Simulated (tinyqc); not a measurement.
Which substrate gives the strongest standing wave: standing waves and exposure in a photoresist film.

Inputs chosen for the exercise:
- lam = 248 nm (vacuum wavelength)
- n1 = 1.738 (resist index)
- A = 0.02 1/micrometre (bleachable absorption (Dill A))
- B = 1.06 1/micrometre (fixed absorption (Dill B))

r12 = (N1 - Ns)/(N1 + Ns) with N1 = n1 + i (A + B) lam/(4 pi), lam in micrometres, and Ns = ns + i ks chosen for the exercise, each substrate thick; contrast 2|r|/(1 + |r|^2); the intensity at the interface relative to the forward wave is |1 + r12|^2.

Results:

| case | ns | ks | \|r12\|^2 | contrast | phase (degrees) | \|1 + r12\|^2 |
|---|---|---|---|---|---|---|
| near polySi | 1.668 | 2.765 | 0.3890 | 0.898 | -127.8 | 0.624 |
| near Si3N4 | 2.286 | 0.005 | 0.0186 | 0.268 | 177.9 | 0.746 |
| near Al | 0.190 | 2.934 | 0.8738 | 0.998 | -118.9 | 0.971 |
| near W | 3.429 | 2.860 | 0.3119 | 0.851 | -149.9 | 0.345 |
| near Si | 1.544 | 3.625 | 0.5412 | 0.955 | -134.9 | 0.502 |

The strongest reflector is the case near Al (0.874) and the weakest near Si3N4 (0.0186). The intensity at the interface depends on the phase too: it is lowest for the case near W (0.345, phase -150 degrees) and highest for near Al (0.971); a strong reflector with a phase of 180 degrees would put a node there.

Run: tinyqc, `OMP_NUM_THREADS=1 python tinyqc.py 1681038 1681039 out.jsonl`; Intel(R) Xeon(R) Processor @ 2.30GHz, one thread, shared host; about 0.01 s of CPU time with all checks.
